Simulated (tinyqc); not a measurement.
Biaxially strained (001) channel, valley splitting in an inversion layer: one step of the calculation.

A thin layer grown on a relaxed buffer is stretched in the plane. The two valleys with their long axis along the growth direction (D2) sink against the four in-plane ones (D4); confinement in a triangular well splits them too. Only the lowest subband of each set is kept; one relaxation time, so the weakening of intervalley scattering is left out.

Question. Strain, stress and splitting. e_par = b1 x, e_perp = -2 (c12/c11) e_par, splitting D = Xu (e_par - e_perp), in-plane stress (c11 + c12 - 2 c12^2/c11) e_par.

Inputs (values chosen for the exercise); values close to those of silicon on relaxed silicon-germanium: germanium share of the relaxed buffer x = 0.38; lattice mismatch per unit x b1 = 0.0418; elastic constant c11 = 170 GPa; elastic constant c12 = 64.9 GPa; shear deformation potential Xu = 8.91 eV.

Give: e_par; e_perp; D; stress.

Answer.

e_par = 1.588 %
e_perp = -1.213 %
D = 249.6 meV
stress = 2.944 GPa

Numbers from tinyqc (`OMP_NUM_THREADS=1 python tinyqc.py 2530106 2530107 out.jsonl`; about 0.01 s on one thread of a shared Intel Xeon 2.30GHz).
